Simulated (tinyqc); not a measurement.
# From one set of inputs to another, one input at a time

Model: spin coating of a resist or spin-on film: centrifugal thinning, evaporation and the final thickness (Emslie and Meyerhofer models). Computed by tinyqc, a small Python program. Command: `OMP_NUM_THREADS=1 python tinyqc.py 3113215 3113216 out.jsonl spincoat ladder`. One thread of a shared host (Intel(R) Xeon(R) Processor @ 2.30GHz), about 0.3 s of CPU time with the checks.

A Newtonian film stays uniform over the wafer; solvent and solids have the same density and the concentration is uniform through the thickness.

The inputs printed are set A. Inputs not listed in the table keep their values of set A, so the rows need not describe a real material.

Inputs (values chosen for the exercise, of the order of those of a polymer resist in an ester solvent): solids volume fraction c0 = 0.092; kinematic viscosity of the solvent nu_s = 1.9 mm^2/s; viscosity constant k = 500 mm^2/s; viscosity exponent gamma = 3.4; spin speed f = 3000 rpm; evaporation rate at 1000 rpm e0 = 0.064 micrometre/s; starting thickness h0 = 500 micrometre; wafer radius R = 150 mm; shrinkage in the bake = 3.5 %.

Method:
- omega = 2 pi f/60; nu(c) = nu_s + k c^gamma; evaporation rate e = e0 sqrt(f/1000 rpm).
- Flow constant K = 2 omega^2/(3 nu(c0)); Reynolds number of the air omega R^2/nu_air with nu_air = 15 mm^2/s.
- Meyerhofer estimate: flow rules until (1 - c0) K h^3 = e, then evaporation alone: h_w = (e/((1 - c0) K))^(1/3), dry film c0 h_w.
- Full model for solids s and liquid l per area, h = s + l, c = s/h: ds/dt = -c Q, dl/dt = -(1 - c) Q - e, Q = 2 omega^2 h^3/(3 nu(c)); integrated adaptively (relative tolerance 1e-9) until l = 0.
- Dry film = s at l = 0, before the bake; film after the bake = s x (1 - shrinkage).

Each row keeps all changes above it:
```
input moved                                        from    to  dry film (nm)  time to dry (s)  dry film, estimate (nm)
set A                                                 -     -          147.9            15.65                    143.6
starting thickness h0 (micrometre)                  500   900          147.9            15.65                    143.6
viscosity exponent gamma                            3.4   2.9          161.1            16.83                    151.2
evaporation rate at 1000 rpm e0 (micrometre/s)    0.064  0.14          209.2             9.99                    196.3
solids volume fraction c0                         0.092   0.1          234.2            10.17                    218.0
viscosity constant k (mm^2/s)                       500   340          223.8             9.78                    212.0
spin speed f (rpm)                                 3000  1000          387.6            29.34                    367.3
kinematic viscosity of the solvent nu_s (mm^2/s)    1.9   2.4          409.4            31.13                    391.9
```

Which inputs carry the difference?

dry film goes from 148 to 409, a factor 2.77 in all. The largest single move comes from spin speed f (a factor 1.73). Time to dry goes from 15.7 to 31.1, a factor 1.99 in all. The largest single move comes from spin speed f (a factor 3.00), and evaporation rate at 1000 rpm e0 works against it (a factor 0.593). dry film, estimate goes from 144 to 392, a factor 2.73 in all. The largest single move comes from spin speed f (a factor 1.73). The single moves hold for this order of the switches; the total does not depend on the order.

Caution (rows set A, starting thickness h0, viscosity exponent gamma, evaporation rate at 1000 rpm e0, solids volume fraction c0, viscosity constant k): above a Reynolds number of about 3e5 the air flow near the rim turns turbulent, and evaporation is no longer uniform.

Extremes, crossings and ranges named in words are read from the listed rows.
